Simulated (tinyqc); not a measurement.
Inside a calculation. Model: junctionless gate-all-around wire, depletion approximation.

Program tinyqc, `OMP_NUM_THREADS=1 python tinyqc.py 2460166 2460167 out.jsonl`; Intel Xeon 2.30GHz, shared host, one thread, about 0.01 s. Printed values are rounded.

A uniformly doped n-type wire of radius R under a surrounding gate; long channel. Below flat band a shell from radius rc to R is fully depleted and the neutral core, at channel potential V (0 at the source, Vd at the drain), carries the current with constant mobility; s = (rc/R)^2 is the share of the cross-section that conducts. The edge of the depleted shell is taken as abrupt, so there is no subthreshold current.

Inputs (values chosen for the exercise); material values those of a made-up semiconductor:

| symbol | value | unit | meaning |
|---|---|---|---|
| eps_r | 12.8 |  | relative permittivity of the semiconductor |
| eox | 7.5 |  | relative permittivity of the gate insulator |
| tox | 2.1 | nm | insulator thickness |
| R | 15 | nm | wire radius |
| Nd | 1.8e18 | cm^-3 | donor density |
| Vfb | 0.69 | V | flat-band voltage |
| mu | 32 | cm^2/(V s) | effective mobility in the wire |
| L | 1 | um | gate length |
| Vg | 0.66 | V | gate voltage |
| Vd | 0.2 | V | drain voltage |

Constants: q = 1.602176634e-19 C, eps0 = 8.8541878128e-14 F/cm where lengths are in cm. Results are converted to the units shown.

## Voltages that deplete the wire

Cox = eps0 eox/(R ln(1 + tox/R)); A = q Nd R^2/(4 eps0 eps_r); B = q Nd R/(2 Cox); VT = Vfb - A - B.

Cox = 3.37873 uF/cm^2
A = 0.143135 V
B = 0.0640163 V
VT = 0.482848 V

Of the 0.207 V needed, 30.9 % drops over the insulator. The device is normally off.

## Iteration 1: conducting share at the source by Newton steps

s at the start = 0.2

With V = 0: f = A (1 - s + s ln s) + B (1 - s) - (Vfb - Vg); f' = A ln s - B; s(new) = s - f/f'.

f = 0.0896478 V
f' = -0.294384 V
s after iteration 1 = 0.504527

## Iteration 2: conducting share at the source by Newton steps

As before.

f = 0.0232328 V
f' = -0.161940 V
s after iteration 2 = 0.647993

## Course of the iteration: conducting share at the source by Newton steps

Stop when s changes by less than 1e-11, or after 30 iterations. s must stay positive.

Course of the iteration:

| iteration | s | \|change\| |
|---|---|---|
| 1 | 0.504527 | 0.305 |
| 2 | 0.647993 | 0.143 |
| 3 | 0.669216 | 0.0212 |
| 4 | 0.669621 | 4.05e-4 |
| 5 | 0.669621 | 1.44e-7 |
| 6 | 0.669621 | < 1e-13 |

Converged in 6 iterations. At the end the number of correct digits about doubles with each step.

## Core radius, conductance and current

s0 = 0.669621
sL = 0

s solves Vfb - Vg + V = A (1 - s + s ln s) + B (1 - s), and s = 0 where the left side exceeds A + B. I = (q mu Nd pi R^2/L)[g(s0) - g(sL)], g = A (s^2/4 - (s^2/2) ln s) + B s^2/2, with s0 at V = 0 and sL at V = Vd. rc = R sqrt(s0); the small-signal conductance at Vd = 0 is q mu Nd pi R^2 s0/L.

rc at the source = 12.2746 nm
conductance = 0.436812 uS
I = 0.0282242 uA

The drain end is pinched off, so the current is saturated.
